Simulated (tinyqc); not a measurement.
## Hall measurement with a parallel conducting layer

Two layers in parallel, unit Hall factors, low field: 1/Rs = q (ns mu + n2 m2); apparent mobility (ns mu^2 + sg n2 m2^2)/(ns mu + n2 m2); apparent density (ns mu + n2 m2)^2/(ns mu^2 + sg n2 m2^2); a negative value means the sign of the second layer.

Inputs (values chosen for the exercise):
```
symbol,value,unit,meaning
ns,1e15,cm^-2,sheet density of the layer
mu,200,cm^2/(V s),drift mobility
m2,26,cm^2/(V s),mobility of the parallel layer
sg,1,,sign of its carriers relative to the first layer
```

Constants: q = 1.602176634e-19 C. Results are converted to the units shown.

Hall measurement with a parallel conducting layer:
columns A: n2 (cm^-2); B: Rs (ohm/square); C: apparent density (cm^-2); D: apparent mobility (cm^2/(V s)); E: share of the conductance in layer 2 (%)
```
A          B         C      D        E
3e12   31.20  1.001e15  199.9  0.03898
1e13   31.17  1.002e15  199.8   0.1298
6e13   30.97  1.015e15  198.7   0.7740
2e14   30.42  1.049e15  195.6    2.534
1e15   27.62  1.256e15  180.0    11.50
4e15   20.53  2.164e15  140.5    34.21
2e16   8.669  9.686e15  74.33    72.22
7e16   3.090  4.673e16  43.23    90.10
3e17  0.7802  2.636e17  30.35    97.50
```

The apparent mobility falls from 200 to 30.4 cm^2/(V s), between mu = 200 and sg m2 = 26. The apparent density never exceeds ns + n2; among the rows it falls to 0.433 of that sum, at n2 = 4e15.

Numbers from tinyqc (`OMP_NUM_THREADS=1 python tinyqc.py 2850102 2850103 out.jsonl`; about 0.01 s on one thread of a shared Intel Xeon 2.30GHz).
